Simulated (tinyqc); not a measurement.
# Gap voltage and exponent from three temperatures

Inverse problem. At constant current VBE(T) = Vg0 - a T - eta (kB T/q) ln T, where a is a constant. Find Vg0, eta and dVBE/dT at the middle temperature.

Constants: q = 1.602176634e-19 C, kB = 1.380649e-23 J/K. Results are converted to the units shown.

T (K): 233  253  273
VBE at a constant current (V): 0.7921418527  0.7514645466  0.7101871478

Answer. The relation is linear in Vg0, a and eta, so three points give a linear system; the slope is (VBE - Vg0 - eta kB T/q)/T. eta rests on the curvature of VBE(T) alone, so real fits need accuracy of some tens of microvolts or better.

Vg0 = 1.17 V
eta = 4.40
dVBE/dT = -2.05 mV/K

tinyqc, about 0.03 s, one thread, Intel Xeon 2.30GHz (shared host): `OMP_NUM_THREADS=1 python tinyqc.py 2062139 2062140 out.jsonl`
